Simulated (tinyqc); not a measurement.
Trap density from two Hall measurements.

Question. p-type body, charge-sheet picture, full ionisation (an idealisation for deep acceptors), Boltzmann statistics for free electrons. e = Ec - EF at the surface. psi = Eg - Vt ln(Nv/Na) - e; N_dep = sqrt(2 eps0 eps_r Na (psi - Vt)/q); n_f = sqrt(N_dep^2 + 2 eps0 eps_r Vt Nc exp(-e/Vt)/q) - N_dep; Vg = Vfb + psi + q (N_dep + n_t + n_f)/Cox, Cox = eps0 eox/tox. Find e and n_t at both points and the mean trap density between them.

Values chosen for this exercise; band and dielectric values close to those of 4H silicon carbide:
- T = 400 K (temperature)
- Eg = 3.32 eV (band gap)
- eps_r = 9.58 (relative permittivity)
- Nc = 2.59e19 cm^-3 (conduction-band density of states at T)
- Nv = 3.79e19 cm^-3 (valence-band density of states at T)
- eox = 3.9 (relative permittivity of the insulator)
- tox = 47 nm (insulator thickness)
- Na = 6.6e16 cm^-3 (acceptor density)
- Vfb = -2.19 V (flat-band voltage without trapped charge)

Constants: q = 1.602176634e-19 C, kB = 1.380649e-23 J/K, Vt = kB T/q, eps0 = 8.8541878128e-14 F/cm where lengths are in cm. Results are converted to the units shown.

Vg (V): 5.5673111  8.3826289
free sheet density from the Hall effect (cm^-2): 5.2754223e10  4.6519996e11

Answer. Each n_f fixes e; what the gate voltage holds beyond psi, N_dep and n_f is trapped; the difference quotient is the density, smeared over a few Vt.

e (eV): 0.1420  0.06200
n_t (cm^-2): 7.180e11  1.540e12
mean trap density = 1.028e13 cm^-2 eV^-1

Numbers from tinyqc (`OMP_NUM_THREADS=1 python tinyqc.py 2222092 2222093 out.jsonl`; about 0.02 s on one thread of a shared Intel Xeon 2.30GHz).
